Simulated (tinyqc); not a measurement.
What moves the results: four-band model of biased bilayer graphene near K. A value that a table varies takes the place of the one given here.

Basis A1, B1, A2, B2, with B1 below A2; p = kx + i ky, v_j = (sqrt3/2) a g_j. Diagonal -U/2, -U/2, U/2, U/2; <A1|B1> = <A2|B2> = v0 p*, <B1|A2> = g1, <A1|B2> = v3 p, <A1|A2> = <B1|B2> = -v4 p*.

Parameters, chosen for this exercise (near those used for Bernal bilayer graphene; the results hold for these values, not for the real material):
- a = 2.46 angstrom (lattice constant)
- g0 = 2.83 eV (hopping in a layer)
- g1 = 0.418 eV (hopping of the dimer sites)
- g3 = 0 eV (skew hopping A1-B2)
- g4 = 0 eV (skew hopping A1-A2)
- U = 0.18 eV (potential difference of the layers)
- k = (-0.042, 0.022) 1/angstrom (wave vector from K)

## Gap against bias

Closed form for g3 = g4 = 0: gap U g1/sqrt(U^2 + g1^2), ring radius as (U/2 v0) sqrt((2 g1^2 + U^2)/(g1^2 + U^2)). Last column: lowest band 3 less highest band 2 of the full matrix on a polar grid, |k| = 0 to 0.08 in steps of 0.001 1/angstrom, angles 0, 15, 30, 45, 60 degrees.

Gap:

| U (eV) | gap (eV) | kg (1/angstrom) | gap/U | gap on the grid (eV) |
|---|---|---|---|---|
| 0.02 | 0.0200 | 0.0023 | 0.999 | 0.0200 |
| 0.05 | 0.0496 | 0.0058 | 0.993 | 0.0496 |
| 0.10 | 0.0973 | 0.0116 | 0.973 | 0.0973 |
| 0.15 | 0.1412 | 0.0171 | 0.941 | 0.1412 |
| 0.20 | 0.1804 | 0.0223 | 0.902 | 0.1804 |
| 0.30 | 0.2437 | 0.0321 | 0.812 | 0.2437 |
| 0.40 | 0.2890 | 0.0409 | 0.722 | 0.2890 |
| 0.60 | 0.3430 | 0.0573 | 0.572 | 0.3430 |

The gap follows U while U << g1 (ratio 0.993 at 0.05 eV) and bends towards g1 = 0.418 eV, reaching 0.343 eV at 0.6. Grid and formula agree within 0.02 meV. U is the screened difference, smaller than the applied field times the layer distance.

## From parabola to cone

U = 0, along kx. Parabola: v0^2 k^2/g1. Hyperbola: sqrt(g1^2/4 + v0^2 k^2) - g1/2. Then bands 3 and 2 of the full matrix for +kx and band 3 for -kx.

Energies (eV):

| k (1/angstrom) | parabola | hyperbola | band 3, +kx | band 2, +kx | band 3, -kx |
|---|---|---|---|---|---|
| 0.002 | 0.0003 | 0.0003 | 0.0003 | -0.0003 | 0.0003 |
| 0.005 | 0.0022 | 0.0022 | 0.0022 | -0.0022 | 0.0022 |
| 0.010 | 0.0087 | 0.0085 | 0.0085 | -0.0085 | 0.0085 |
| 0.020 | 0.0348 | 0.0323 | 0.0323 | -0.0323 | 0.0323 |
| 0.030 | 0.0783 | 0.0674 | 0.0674 | -0.0674 | 0.0674 |
| 0.050 | 0.2174 | 0.1578 | 0.1578 | -0.1578 | 0.1578 |
| 0.080 | 0.5566 | 0.3167 | 0.3167 | -0.3167 | 0.3167 |
| 0.120 | 1.2522 | 0.5441 | 0.5441 | -0.5441 | 0.5441 |

The parabola is 2 % above the hyperbola at 0.01 and a factor 2.30 at 0.12 1/angstrom, where the slope nears v0. With g3 = g4 = 0 the hyperbola is exact, the bands are isotropic and mirror images.

## What each parameter does

The four levels at k. Each row changes one parameter from the base and keeps the others.

Results:

| case | band 1 (eV) | band 2 (eV) | band 3 (eV) | band 4 (eV) |
|---|---|---|---|---|
| base | -0.5778 | -0.1431 | 0.1431 | 0.5778 |
| g0 = 2.972 eV | -0.5897 | -0.1530 | 0.1530 | 0.5897 |
| g1 = 0.4598 eV | -0.6098 | -0.1385 | 0.1385 | 0.6098 |
| g3 = 0.1 eV | -0.5776 | -0.1442 | 0.1442 | 0.5776 |
| g4 = 0.05 eV | -0.5817 | -0.1392 | 0.1469 | 0.5740 |
| U = 0.23 eV | -0.5867 | -0.1426 | 0.1426 | 0.5867 |

The largest shifts from the base row, up to three for each result and ties (the steps differ in size, so this ranks the rows, not the parameters). band 1 (eV): g1 -0.0320, g0 -0.0119, U -0.0089. band 2 (eV): g0 -0.0099, g1 +0.0046, g4 +0.0038. band 3 (eV): g0 +0.0099, g1 -0.0046, g4 +0.0039. band 4 (eV): g1 +0.0320, g0 +0.0119, U +0.0089. Only g4 breaks the mirror symmetry between the upper and lower bands.

tinyqc: `OMP_NUM_THREADS=1 python tinyqc.py 1451655 1451656 out.jsonl`; about 0.04 s, one thread, shared Intel(R) Xeon(R) Processor @ 2.30GHz.
